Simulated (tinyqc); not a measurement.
Leakage currents through a thin dielectric: one step, computed by the program tinyqc.

Electrons leave an electrode with Fermi energy E_F above its band bottom; barriers are counted from the Fermi level, and both electrodes are alike.

Task: Fields. Field F = V/t; equivalent oxide thickness 3.9 t/k.

Inputs (values chosen for the exercise, modelled on Si3N4): static permittivity k = 7.51; thickness t = 2.1 nm; voltage V = 0.54 V.

Stack: single layer.

Give: field F; equivalent oxide thickness.

Result:

field F = 2.571 MV/cm

equivalent oxide thickness = 1.091 nm
